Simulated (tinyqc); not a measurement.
# Mass and degeneracy from charge and saturation current

Question. At high drain voltage only states moving towards the drain are filled: n = (N0/2) F_0(eta), N0 = gv m kB T/(pi hbar^2), F_0(x) = ln(1 + exp x), and I = q (N0/2) vT F_(1/2)(eta) per width, vT = sqrt(2 kB T/(pi m)), F_(1/2)(x) = (2/sqrt(pi)) int_0^infinity u^(1/2)/(1 + exp(u - x)) du. Find eta and m.

Inputs (values chosen for the exercise):
- T = 300 K (temperature)
- gv = 4 (valley degeneracy)

Constants: q = 1.602176634e-19 C, kB = 1.380649e-23 J/K, hbar = 1.054571817e-34 J s, m0 = 9.1093837015e-31 kg. Results are converted to the units shown.

n = 1.6789210e12 cm^-2
I = 462.85637 uA/um

Answer. The mass drops out of I^2/(q^2 n) = gv (kB T)^2 F_(1/2)^2/(pi^2 hbar^2 F_0), which rises with eta and so fixes it; n then gives m.

eta = -0.07000
m = 0.1180 m0

Numbers from tinyqc (`OMP_NUM_THREADS=1 python tinyqc.py 2400064 2400065 out.jsonl`; about 0.01 s on one thread of a shared Intel Xeon 2.30GHz).
